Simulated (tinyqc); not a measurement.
From results back to parameters: ellipsoidal valleys in the axes of a wafer and a channel. Three cases, with inputs chosen for the exercise.

Problem. A valley whose axis makes az^2 = 0.500000 with the surface normal has 1/mz = az^2/ml + (1 - az^2)/mt and mz md^2 = ml mt^2. Its confinement and density-of-states masses are given, and ml > mt.

Find: ml mt^2; mt; ml.

Method. Put ml = (mz md^2)/mt^2 into the first relation and solve for mt below (mz md^2)^(1/3), the value at which ml = mt; a scan of that range finds one root.

Case 1.

mz, md (m0): 0.3079420  0.3194174

Solution.

ml mt^2 = 0.031419
mt = 0.185 m0
ml = 0.918 m0

Case 2.

mz, md (m0): 0.3360751  0.3567359

Solution.

ml mt^2 = 0.042769
mt = 0.199 m0
ml = 1.080 m0

Case 3.

mz, md (m0): 0.3127747  0.3194214

Solution.

ml mt^2 = 0.031912
mt = 0.190 m0
ml = 0.884 m0

Computed by tinyqc, one run a case: `OMP_NUM_THREADS=1 python tinyqc.py N N+1 out.jsonl` with N = 1850939, 1851217, 1880414; one thread of a shared Intel(R) Xeon(R) Processor @ 2.30GHz, about 0.01 s a run at most.
